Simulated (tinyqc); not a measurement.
Inductance and parasitic capacitance from two readings.

Question. A loss-free coil L in parallel with C shows the apparent inductance L/(1 - w^2 L C), w = 2 pi f. Find L, C and the self-resonance 1/(2 pi sqrt(L C)).

apparent inductance at 4.9 and 12 GHz (nH): 1.7690230  3.7473984

Answer. The inverse of the reading is 1/L - w^2 C, a straight line in w^2.

L = 1.60 nH
C = 63.0 fF
self-resonance = 15.9 GHz

Numbers from tinyqc (`OMP_NUM_THREADS=1 python tinyqc.py 2302006 2302007 out.jsonl`; about 0.01 s on one thread of a shared Intel Xeon 2.30GHz).
